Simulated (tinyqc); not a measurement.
# Surface potential of a MOS transistor: implicit equation and explicit approximations: two studies

p-type body, charge-sheet picture, depletion and inversion only, full ionisation (an idealisation for deep acceptors), Boltzmann statistics (rough once Na exp(x - xn) passes about Nc/7). In units of Vt: xg = (Vg - Vfb)/Vt, x = psi/Vt, G = gamma/sqrt(Vt), xn = (2 phiF + Vc)/Vt. The implicit equation is (xg - x)^2 = G^2 [x - 1 + exp(x - xn)] for x above about 3. Cox = eps0 eox/tox.

Values chosen for this exercise; band and dielectric values close to those of silicon:
- T = 250 K (temperature)
- Eg = 1.13 eV (band gap)
- eps_r = 11.8 (relative permittivity)
- Nc = 2.14e19 cm^-3 (conduction-band density of states at T)
- Nv = 1.98e19 cm^-3 (valence-band density of states at T)
- eox = 3.9 (relative permittivity of the gate insulator (close to silicon dioxide))
- tox = 4.4 nm (insulator thickness)
- Na = 6.7e16 cm^-3 (acceptor density)
- Vfb = -0.42 V (flat-band voltage)
- Vc = 0.5 V (channel-body voltage)
- Vg = 1.06 V (gate-body voltage)

Constants: q = 1.602176634e-19 C, kB = 1.380649e-23 J/K, Vt = kB T/q, eps0 = 8.8541878128e-14 F/cm where lengths are in cm. Results are converted to the units shown.

Each table varies one quantity; the others keep the values above.

## Accuracy of the approximations against gate voltage

ni = sqrt(Nc Nv) exp(-Eg/(2 Vt)), Eg in volts; phiF = Vt ln(Na/ni); gamma = sqrt(2 q eps0 eps_r Na)/Cox; VT = Vfb + Vt (xn + G sqrt(xn - 1)). Depletion value a = 1 + [sqrt(G^2/4 + xg - 1) - G/2]^2; inversion value b = xn + ln[(xg - xn)^2/G^2 - xn + 1] and first guess y = min(a, b) - ln(1 + exp(-|a - b|)) if a > xn + 1, else b = y = a; one second-order correction with D = exp(y - xn), p = 2 (xg - y) + G^2 (1 + D), w = (xg - y)^2 - G^2 (y - 1 + D): z = y + 2 w/(p + sqrt(p^2 - 2 (2 - G^2 D) w)), or the Newton step z = y + w/p where the root is not real. N_inv = (Cox Vt G/q) [sqrt(x - 1 + exp(x - xn)) - sqrt(x - 1)] at the root. Lambert form (Cox m Vt/q) W0[(G/(2 m sqrt(xn - 1))) exp((Vg - VT)/(m Vt))], m = 1 + G/(2 sqrt(xn - 1)). Errors under 1e-4 mV, and the linear form below VT, are printed as 0.

Accuracy of the approximations against gate voltage:

| Vg (V) | psi (V) | x - xn | error of y (mV) | error of z (mV) | N_inv (cm^-2) | Cox (Vg - VT)/q (cm^-2) | Lambert form (cm^-2) |
|---|---|---|---|---|---|---|---|
| 0.79 | 1.0194 | -16.889 | 0 | 0 | 466.28 | 0 | 361.52 |
| 0.99 | 1.2026 | -8.3837 | 3.97e-4 | 0 | 2.1177e6 | 0 | 1.9284e6 |
| 1.19 | 1.3852 | 0.093129 | 1.78 | -1.63e-4 | 9.4235e9 | 2.0055e10 | 9.4675e9 |
| 1.39 | 1.4761 | 4.3118 | 17.1 | 4.70 | 5.0812e11 | 9.9973e11 | 5.2972e11 |
| 1.59 | 1.5029 | 5.5567 | 11.3 | -0.876 | 1.3461e12 | 1.9794e12 | 1.3986e12 |
| 1.79 | 1.5187 | 6.2907 | 8.70 | -0.337 | 2.2422e12 | 2.9591e12 | 2.3204e12 |
| 1.99 | 1.5302 | 6.8207 | 7.20 | -0.177 | 3.1616e12 | 3.9387e12 | 3.2613e12 |
| 2.19 | 1.5391 | 7.2379 | 6.20 | -0.107 | 4.0939e12 | 4.9184e12 | 4.2117e12 |
| 2.39 | 1.5466 | 7.5826 | 5.47 | -0.0715 | 5.0343e12 | 5.8981e12 | 5.1680e12 |

psi rises from 1.02 to 1.55 V and ends 7.6 Vt above 2 phiF + Vc. Among the rows the first guess is off by at most 17 mV (at Vg = 1.39 V) and the corrected value by at most 4.7 mV. In the last row the linear form is 17 % above N_inv and the Lambert form 2.7 % above it; in the first row the Lambert form is 22 % below it. For Vg = 1.39, 1.59, 1.79, 1.99, 2.19, 2.39 the electron quasi-Fermi level lies less than 2 Vt below the band edge at the surface, or above it, where degeneracy and confinement, left out, matter.

## Effect of the channel-body voltage at fixed gate voltage

Same model as above.

Effect of the channel-body voltage at fixed gate voltage:

| Vc (V) | psi (V) | x - xn | error of y (mV) | error of z (mV) | N_inv (cm^-2) | Cox (Vg - VT)/q (cm^-2) | Lambert form (cm^-2) |
|---|---|---|---|---|---|---|---|
| 0 | 1.002 | 5.505 | 11.2 | -0.851 | 1.417e12 | 2.056e12 | 1.483e12 |
| 0.2 | 1.174 | 4.193 | 17.2 | 4.74 | 4.978e11 | 9.804e11 | 5.218e11 |
| 0.4 | 1.266 | -0.7874 | 0.771 | 0 | 4.099e9 | 0 | 4.079e9 |
| 0.6 | 1.267 | -10.04 | 0 | 0 | 3.954e5 | 0 | 3.545e5 |
| 0.8 | 1.267 | -19.32 | 0 | 0 | 36.75 | 0 | 28.91 |

What does the table show?

As Vc goes from 0 to 0.8, psi rises from 1.00 to 1.27 V, x - xn falls from 5.51 to -19.3 and N_inv falls from 1.42e12 to 36.7 cm^-2. The Lambert form lies between 0.787 and 1.05 times N_inv. psi follows Vc only while the surface is inverted; once x falls below xn it settles at the depletion value. For Vc = 0, 0.2 the electron quasi-Fermi level lies less than 2 Vt below the band edge at the surface, or above it, where degeneracy and confinement, left out, matter.

Computed by the program tinyqc: `OMP_NUM_THREADS=1 python tinyqc.py 2122086 2122087 out.jsonl`, one thread of a shared Intel Xeon 2.30GHz, about 0.01 s for the whole run.
